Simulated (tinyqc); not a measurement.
Smoothing against break-up: capillary instabilities by surface diffusion: grooving and agglomeration of films, edge retraction, wire break-up and smoothing of roughness. Computed by tinyqc, a small Python program. Command: `OMP_NUM_THREADS=1 python tinyqc.py 3030486 3030487 out.jsonl dewet walk`. One thread of a shared host (Intel(R) Xeon(R) Processor @ 2.30GHz), about 0.01 s of CPU time with the checks.

Isotropic surface energy; shapes change by surface diffusion alone.

Inputs (values chosen for the exercise, of the order of those of a nickel silicide film):
```
quantity                         value        unit
surface energy gamma_s            1.47       J/m^2
grain-boundary energy gamma_b     0.46       J/m^2
atomic volume Omega               12.2  angstrom^3
surface sites nu                    12      1/nm^2
prefactor D0                   1.5e-05       m^2/s
activation energy Q               1.91          eV
temperature T                      919           K
film thickness h                   3.4          nm
grain radius R                      87          nm
wire radius r                       19          nm
initial ripple over radius        0.02           -
roughness wavelength lambda         22          nm
```

Grooves: at the surface only.

Constants: k_B = 8.617333262e-05 eV/K; k_B = 1.380649e-23 J/K.

Method:
- Groove angle beta: sin(beta) = gamma_b/(2 gamma). For circular grains of radius R with spherical caps the groove ends (measured from the mean surface) at the depth R g(beta), g = (2 - 3 cos beta + cos^3 beta)/(3 sin^3 beta). The film parts if R g(beta_s) > h.
- B = D_s nu gamma_s Omega^2/(k_B T), D_s = D0 exp(-Q/(k_B T)).
- A wire with r + A cos(k z) has dA/dt = (B/r^4) (kr)^2 [1 - (kr)^2] A: unstable for wavelengths above 2 pi r, fastest at kr = 1/sqrt 2 with the rate B/(4 r^4); break-up time about (4 r^4/B) ln(r/A0); each wavelength makes a sphere of radius (3 r^2 lambda_m/4)^(1/3).
- Roughness of wavelength lambda on a flat face decays as exp[-B (2 pi/lambda)^4 t]; the smoothing time is that for a factor e^3.

beta_s = 9.00163 degrees

Times (s); the last column is (h/(0.780 tan beta_s))^4/B:
```
T (K)  B (nm^4/s)   smoothing  wire break-up  groove to depth h
781    1.7274e+00  2.6104e+02     1.1806e+06         3.3188e+05
827    7.9084e+00  5.7017e+01     2.5786e+05         7.2490e+04
873    3.0753e+01  1.4662e+01     6.6311e+04         1.8641e+04
919    1.0411e+02  4.3310e+00     1.9587e+04         5.5063e+03
965    3.1304e+02  1.4405e+00     6.5145e+03         1.8314e+03
1011   8.4964e+02  5.3071e-01     2.4002e+03         6.7474e+02
1103   4.8480e+03  9.3010e-02     4.2064e+02         1.1825e+02
```

All times share 1/B, so their ratios do not depend on T: break-up over smoothing is 4500. An anneal can smooth this roughness well before the wire breaks. Smoothing is safe for lambda well below 2 pi r, above which a ripple along the wire grows instead. B spans 3.4 decades over these rows.
